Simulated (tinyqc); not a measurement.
Convergence with the plane-wave basis: k.p theory built from an empirical-pseudopotential calculation at Gamma.

Empirical pseudopotential on the fcc lattice, atoms at +/- tau, tau = a (1,1,1)/8, no spin-orbit coupling. H(G,G') = c (2 pi/a)^2 |k + G|^2 delta + VS(q) cos(q.tau) + i VA(q) sin(q.tau), q = G - G', c = hbar^2/2m0; k and G in units of 2 pi/a; VS at |q|^2 = 3, 8, 11 and VA at 3, 4, 11, in rydberg, zero elsewhere. The basis holds all G with |G|^2 up to a cut-off. Energies are counted from the fourth level at Gamma.

For a multiplet A of d_A states, W(B) = (4 c/(3 d_A)) sum over n in A, m in B and i = x, y, z of |<n|G_i|m>|^2 (G in 1/angstrom, <n|G_i|m> = sum_G c_n(G)* G_i c_m(G)); the mean inverse mass of A is 1 + sum_B W(B)/(E_A - E_B). Multiplets with W = 0 are left out.

Valence parameters: D(u) = c + 4 c^2 sum_m <n|u.G|m><m|u.G|n'>/(0 - E_m) on the valence triplet, in units of c, has eigenvalues L, M, M along [100] and (L + 2M + 2N)/3, (L + 2M - N)/3 twice along [111]; g1 = -(L + 2M)/3, g2 = -(L - M)/6, g3 = -N/6.

Constants: hbar^2/2m0 = 3.80998211 eV angstrom^2; Ry = 13.60569312 eV.

Values chosen for the exercise (out of a larger set: near those of GaP; not measured data):
- a = 5.454 angstrom (lattice constant)
- VS = (-0.226, 0.031, 0.072) Ry (symmetric form factors)
- VA = (0.117, 0.071, 0.021) Ry (antisymmetric form factors)

E_s is the lowest empty singlet, Ep its W to the valence triplet, m its mass.

Results:

| cut-off | plane waves | E_s (eV) | Ep (eV) | m (m0) | g1 | g2 | g3 |
|---|---|---|---|---|---|---|---|
| 8 | 27 | 2.783 | 17.96 | 0.1354 | 3.48 | 0.77 | 1.41 |
| 11 | 51 | 2.726 | 18.53 | 0.1295 | 3.61 | 0.89 | 1.42 |
| 12 | 59 | 2.753 | 18.47 | 0.1312 | 3.67 | 0.85 | 1.43 |
| 16 | 65 | 2.756 | 18.47 | 0.1313 | 3.68 | 0.85 | 1.44 |
| 19 | 89 | 2.757 | 18.47 | 0.1314 | 3.67 | 0.85 | 1.43 |
| 20 | 113 | 2.774 | 18.46 | 0.1321 | 3.66 | 0.84 | 1.43 |
| 24 | 137 | 2.776 | 18.45 | 0.1322 | 3.66 | 0.84 | 1.43 |

Against the last row, E_s errs most, by -0.049 eV, at cut-off 11, and by -0.002 eV in the last row but one. Ep varies by 3.1 % over the table and m by 4.4 %: the mass, near E_s/Ep, inherits the errors of both. Local form factors fix the converged values only roughly. The gap is a difference of two levels, so it need not converge steadily, and here it does not.

(tinyqc, `OMP_NUM_THREADS=1 python tinyqc.py 1051319 1051320 out.jsonl`, Intel(R) Xeon(R) Processor @ 2.30GHz, 1 thread, shared host, about 0.7 s.)
